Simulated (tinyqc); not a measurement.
From results back to parameters: recursion (Haydock) method for the local density of states: bulk site of a square lattice. Two cases, with inputs chosen for the exercise.

Problem. A local density has moments mu1 = a0, mu2 = a0^2 + b1^2 and, for a1 = a2 = 0, mu4 = a0^4 + 3 a0^2 b1^2 + b1^4 + b1^2 b2^2; b1^2 = (number of neighbours) t^2. The moments come from a hidden site.

Case 1.

Values chosen: t = 1.38 eV (hopping).

mu1, mu2, mu4 (eV^n): 0.00000  7.61760  130.56262

Case 2.

Values chosen: t = 0.87 eV (hopping).

mu1, mu2, mu4 (eV^n): 0.00000  3.02760  20.62431

Find: a0, b1, b2; neighbours.

Solution. Take the moments in turn: mu1 gives a0, mu2 gives b1, mu4 gives b2.

Case 1.

a0, b1, b2 (eV): 0.000  2.760  3.086

neighbours = 4

Case 2.

a0, b1, b2 (eV): 0.000  1.740  1.945

neighbours = 4

Computed by tinyqc, one run a case: `OMP_NUM_THREADS=1 python tinyqc.py N N+1 out.jsonl` with N = 1481948, 1482234; one thread of a shared Intel(R) Xeon(R) Processor @ 2.30GHz, about 0.01 s a run at most.
